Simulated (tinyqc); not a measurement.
# Tunnelling through a two-layer gate stack, WKB transmission and Tsu-Esaki current: what changes with what

Electrons leave the emitter at x = 0. Energies E (motion across the layers) are in eV from the emitter Fermi level; the collector Fermi level lies at -V and offers states at every E. No charge in the dielectric and no image force: F1 = V/(t1 + t2 eps1/eps2), F2 = F1 eps1/eps2; U = phi1 - F1 x in layer 1 and phi2 - F1 t1 - F2 (x - t1) in layer 2. With C = hbar^2/(2 m0), kappa = sqrt(m (U - E)/C) where U > E and 0 elsewhere; T(E) = exp(-S), S = 2 times the integral of kappa over x.

Inputs (values chosen for the exercise); layer 1 close to silicon dioxide, layer 2 close to hafnium oxide:
```
symbol,value,unit,meaning
T,350,K,temperature
Ef,0.36,eV,Fermi energy of the emitter above its band bottom
me,0.31,m0,emitter mass in the supply function
phi1,3.03,eV,barrier of layer 1 above the emitter Fermi level at zero bias
m1,0.48,m0,tunnelling mass of layer 1
t1,0.7,nm,thickness of layer 1
eps1,3.8,,relative permittivity of layer 1
phi2,1.46,eV,barrier of layer 2 at zero bias
m2,0.19,m0,tunnelling mass of layer 2
t2,2.9,nm,thickness of layer 2
eps2,22.5,,relative permittivity of layer 2
V,1.5,V,voltage across the dielectric
```

Constants: q = 1.602176634e-19 C, kB = 1.380649e-23 J/K, hbar = 1.054571817e-34 J s, m0 = 9.1093837015e-31 kg, Vt = kB T/q, hbar^2/(2 m0) = 0.0380998212 eV nm^2. Results are converted to the units shown.

Each table varies one quantity; the others keep the values above.

## Effect of the barrier height

Each layer adds (2/F) sqrt(m/C) [G(u at its left edge) - G(u at its right edge)] to S, with u = U - E (0 where negative) and G(u) = (2/3) u^1.5. J = J0 times the integral of T(E) N(E) dE, N = ln[(1 + exp(-E/Vt))/(1 + exp((-E - V)/Vt))], J0 = q^2 me m0 kB T/(2 pi^2 hbar^3) (times 1e-4 for A/cm^2 per eV), from E = -Ef to far above the barrier (T = 1 there), by quadrature converged to the digits shown.

Effect of the barrier height:

| phi1 (eV) | S at E = 0 | T(E = 0) | J (A/cm^2) | mean E of the current (eV) |
|---|---|---|---|---|
| 1.5 | 11.21 | 1.352e-5 | 415.7 | -0.06994 |
| 1.79 | 11.88 | 6.918e-6 | 216.6 | -0.07379 |
| 2.07 | 12.46 | 3.883e-6 | 123.2 | -0.07641 |
| 2.36 | 13.00 | 2.250e-6 | 72.19 | -0.07848 |
| 2.64 | 13.49 | 1.381e-6 | 44.71 | -0.08007 |
| 2.93 | 13.97 | 8.606e-7 | 28.07 | -0.08142 |
| 3.21 | 14.40 | 5.594e-7 | 18.36 | -0.08252 |
| 3.5 | 14.82 | 3.663e-7 | 12.09 | -0.08349 |

Read the table: what changes, and by how much?

J falls from 416 to 12.1 A/cm^2, on average 0.768 decades for each eV, while S rises from 11.2 to 14.8. In every row the field exceeds 10 MV/cm (up to 12.6), more than most dielectrics sustain; the model ignores breakdown. In every row a layer is thinner than 0.8 nm, a few atomic planes, where an effective mass is a rough description.

## Current against voltage

Same model as above.

Results:

| V (V) | S at E = 0 | T(E = 0) | J (A/cm^2) | mean E of the current (eV) |
|---|---|---|---|---|
| 0.2 | 23.34 | 7.311e-11 | 0.005333 | -0.1518 |
| 0.49 | 21.84 | 3.277e-10 | 0.02499 | -0.1611 |
| 1.06 | 18.32 | 1.109e-8 | 0.6472 | -0.1410 |
| 1.35 | 15.93 | 1.209e-7 | 5.488 | -0.1135 |
| 1.64 | 12.38 | 4.221e-6 | 123.8 | -0.07087 |
| 1.92 | 9.859 | 5.225e-5 | 2079 | -0.1034 |
| 2.21 | 8.248 | 2.618e-4 | 1.589e4 | -0.1388 |
| 2.5 | 7.494 | 5.562e-4 | 6.045e4 | -0.1728 |

Estimate the missing row, V = 0.77 V.

Computed row:

| V (V) | S at E = 0 | T(E = 0) | J (A/cm^2) | mean E of the current (eV) |
|---|---|---|---|---|
| 0.77 | 20.23 | 1.636e-9 | 0.1118 | -0.1534 |

With this row back in the table: J rises from 0.00533 to 60500 A/cm^2, by 2.31 decades a volt between the first two rows and 2.00 between the last two. From V = 1.64 V on (among the rows) a band edge falls below the emitter Fermi level, so electrons at E = 0 no longer cross the full thickness. In 5 of the 9 rows the field exceeds 10 MV/cm (up to 21.0), more than most dielectrics sustain; the model ignores breakdown. In every row a layer is thinner than 0.8 nm, a few atomic planes, where an effective mass is a rough description.

## Effect of the thickness t1 at fixed voltage

Same model as above.

Effect of the thickness t1 at fixed voltage:

| t1 (nm) | S at E = 0 | T(E = 0) | J (A/cm^2) | mean E of the current (eV) |
|---|---|---|---|---|
| 0.4 | 11.94 | 6.527e-6 | 259.7 | -0.1086 |
| 0.53 | 12.83 | 2.666e-6 | 96.48 | -0.09670 |
| 0.66 | 13.81 | 1.006e-6 | 33.61 | -0.08527 |
| 0.79 | 14.84 | 3.577e-7 | 11.18 | -0.07424 |
| 0.91 | 15.84 | 1.322e-7 | 3.925 | -0.06444 |
| 1.04 | 16.95 | 4.343e-8 | 1.230 | -0.05424 |
| 1.17 | 18.10 | 1.385e-8 | 0.3775 | -0.04453 |
| 1.3 | 19.26 | 4.309e-9 | 0.1139 | -0.03533 |

Read the table: what changes, and by how much?

J falls from 260 to 0.114 A/cm^2: 3.31 decades a nanometre between the first two rows and 4.00 between the last two. The exponent S alone gives dS/dt/ln 10 = 2.99 and 3.90. In 5 of the 8 rows the field exceeds 10 MV/cm (up to 16.9), more than most dielectrics sustain; the model ignores breakdown. In 4 of the 8 rows a layer is thinner than 0.8 nm, a few atomic planes, where an effective mass is a rough description.

Program tinyqc, `OMP_NUM_THREADS=1 python tinyqc.py 2540043 2540044 out.jsonl`; Intel Xeon 2.30GHz, shared host, one thread, about 0.04 s.
